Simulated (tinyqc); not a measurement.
# Metal gate on a two-layer dielectric stack with fixed charge and a dipole: flat band against the thickness t2

Gate, layer 2, layer 1, p-type semiconductor; x runs from the gate inwards. Charges are counted in units of +q. psi is the band bending at the surface, positive towards inversion. Classical charge, Boltzmann statistics, no interface traps.

EOT = 3.9 (t1/e1 + t2/e2), Cox = eps0/(t1/e1 + t2/e2); phi_ms = pM - (chi + Eg - Vt ln(Nv/Na)). Vfb = phi_ms + Vd - (q/eps0) [Q1 (t1/e1 + t2/e2) + Q2 t2/e2 + r1 (t1^2/(2 e1) + t1 t2/e2) + r2 t2^2/(2 e2)]: each charge counts with its electrical distance from the gate. ni = sqrt(Nc Nv) exp(-Eg/(2 Vt)), Eg in volts, pB = Vt ln(Na/ni), Vth = Vfb + 2 pB + sqrt(4 q eps0 eps_r Na pB)/Cox.

Inputs (values chosen for the exercise); band and dielectric values close to those of germanium, layer 1 close to silicon dioxide, layer 2 close to hafnium oxide: temperature T = 250 K; band gap Eg = 0.654 eV; relative permittivity eps_r = 16; conduction-band density of states at T Nc = 7.99e18 cm^-3; valence-band density of states at T Nv = 4.55e18 cm^-3; electron affinity chi = 4.05 eV; acceptor density Na = 4.8e17 cm^-3; work function of the gate metal pM = 4.81 eV; thickness of layer 1, next to the semiconductor t1 = 1.9 nm; relative permittivity of layer 1 e1 = 3.81; relative permittivity of layer 2 e2 = 21.9; fixed charge at the semiconductor interface Q1 = 1.3e11 cm^-2; fixed charge between the layers Q2 = -1.8e12 cm^-2; uniform charge density in layer 1 r1 = -7.4e18 cm^-3; uniform charge density in layer 2 r2 = -5.9e18 cm^-3; flat-band shift by a dipole layer between the layers Vd = 0 V.

Constants: q = 1.602176634e-19 C, kB = 1.380649e-23 J/K, Vt = kB T/q, eps0 = 8.8541878128e-14 F/cm where lengths are in cm. Results are converted to the units shown.

Results:
```
t2 (nm)  EOT (nm)  Vfb (V)  Vth (V)
1          2.1230  0.23401  0.99083
2.3        2.3545  0.27751   1.0574
3.6        2.5860  0.32925   1.1323
4.9        2.8175  0.38922   1.2153
6.1        3.0312  0.45189   1.2993
7.4        3.2627  0.52771   1.3983
10         3.7257  0.70406   1.6208
```

Estimate the missing row, t2 = 8.7 nm.

Computed row:
```
t2 (nm)  EOT (nm)  Vfb (V)  Vth (V)
8.7        3.4942  0.61177   1.5054
```

With this row back in the table: Vfb rises from 0.234 to 0.704 V and Vth rises from 0.991 to 1.62 V. The slope dVfb/dEOT is 188 mV/nm between the first two rows and 399 between the last two: the charge inside the growing layer bends the line. A line through the end rows meets EOT = 0 at -0.389 V, against phi_ms + Vd = 0.154 V; an effective work function read from it is off by -543 mV from pM. In every row Na exceeds a tenth of Nv, where Boltzmann statistics begin to fail.

Computed by the program tinyqc: `OMP_NUM_THREADS=1 python tinyqc.py 2010104 2010105 out.jsonl`, one thread of a shared Intel Xeon 2.30GHz, about 0.01 s for the whole run.
